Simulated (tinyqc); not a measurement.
## Gain of the pnp from the holding current

Problem. On state with both base-emitter voltages at Von: npn base current Ib = (Von/Rs + bp Von/Rw)/(bn bp - 1), holding current Ih = (bn + 1) Ib + Von/Rs. Find bp.

Parameters, values chosen for the exercise: current gain of the npn bn = 12.9; substrate resistance shunting the npn Rs = 280 ohm; well resistance shunting the pnp Rw = 1700 ohm; base-emitter voltage in the on state Von = 0.68 V.

Ih = 3.6339427 mA

Answer. Ih gives Ib, and Ib (bn bp - 1) = Von/Rs + bp Von/Rw is linear in bp.

bp = 3.50

Computed by the program tinyqc: `OMP_NUM_THREADS=1 python tinyqc.py 2670026 2670027 out.jsonl`, one thread of a shared Intel Xeon 2.30GHz, about 0.06 s for the whole run.
